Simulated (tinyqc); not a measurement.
From results back to parameters: effective mass of the heavy-hole band from tabulated energies. Three cases, with inputs chosen for the exercise.

Problem. A band follows E (1 + alpha E) = c k^2/m, c = hbar^2/2m0. Its energies at two wave vectors are given.

Constants: hbar^2/2m0 = 3.80998211 eV angstrom^2.

Case 1.

Values chosen (out of a larger set: band of an eight-band Kane model near CdTe; not measured data): k12 = (0.054, 0.144) 1/angstrom (two wave vectors).

energies (meV): 16.01638  111.97542

Case 2.

Values chosen (out of a larger set: band of an eight-band Kane model near GaAs; not measured data): k12 = (0.0279, 0.0744) 1/angstrom (two wave vectors).

energies (meV): 4.49076  29.12776

Case 3.

Values chosen (out of a larger set: band of an eight-band Kane model near GaSb; not measured data): k12 = (0.051, 0.136) 1/angstrom (two wave vectors).

energies (meV): 19.09390  107.24394

Find: y = c k^2/E; m; alpha.
Solution. y = m + m alpha E is a straight line through the two points.

Case 1.

y = c k^2/E (m0): 0.69366  0.70555
m = 0.6917 m0
alpha = 0.18 1/eV

Case 2.

y = c k^2/E (m0): 0.66041  0.72404
m = 0.6488 m0
alpha = 3.98 1/eV

Case 3.

y = c k^2/E (m0): 0.51900  0.65709
m = 0.4891 m0
alpha = 3.20 1/eV

Computed by tinyqc, one run a case: `OMP_NUM_THREADS=1 python tinyqc.py N N+1 out.jsonl` with N = 1880660, 1880672, 1880690; one thread of a shared Intel(R) Xeon(R) Processor @ 2.30GHz, about 0.01 s a run at most.
